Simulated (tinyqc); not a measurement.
Finite-difference solution of the diffusion equation on a small grid: one step, computed by the program tinyqc. Command: `OMP_NUM_THREADS=1 python tinyqc.py 3017071 3017072 out.jsonl fdiff walk`. One thread of a shared host (Intel(R) Xeon(R) Processor @ 2.30GHz), about 0.01 s of CPU time with the checks.

dC/dt = D d2C/dx2 on nodes x_j = j dx, j = 0..9; the far end is sealed.

Question. Amplification factors. The mode of M with eigenvalue mu has its amplitude multiplied per step by g = (1 + (1 - theta) r mu)/(1 - theta r mu), with theta = 0 explicit, 1 implicit, 1/2 Crank-Nicolson; the explicit scheme is stable for r up to 2/|mu_min|.

Boundary at x = 0: fixed surface value. Scheme: Crank-Nicolson.

operator M:
```
   0   1   2   3   4   5   6   7
0  0   0   0   0   0   0   0   0
1  1  -2   1   0   0   0   0   0
2  0   1  -2   1   0   0   0   0
3  0   0   1  -2   1   0   0   0
4  0   0   0   1  -2   1   0   0
5  0   0   0   0   1  -2   1   0
6  0   0   0   0   0   1  -2   1
7  0   0   0   0   0   0   1  -2
8  0   0   0   0   0   0   0   1
9  0   0   0   0   0   0   0   0

    8   9
0   0   0
1   0   0
2   0   0
3   0   0
4   0   0
5   0   0
6   0   0
7   1   0
8  -2   1
9   2  -2
```

mesh ratio r = 0.323

Give: eigenvalues mu of M; factors g; largest stable r of the explicit scheme.

Answer.

eigenvalues mu of M: -3.970  -3.732  -3.286  -2.684  -2.000  -1.316  -0.714  -0.268  -0.030  0.000

factors g: 0.219  0.248  0.307  0.395  0.512  0.649  0.793  0.917  0.990  1.000

largest stable r of the explicit scheme = 0.5038

The smallest factor is 0.219: no mode changes sign, and all decay but one with mu = 0 where there is such a mode.
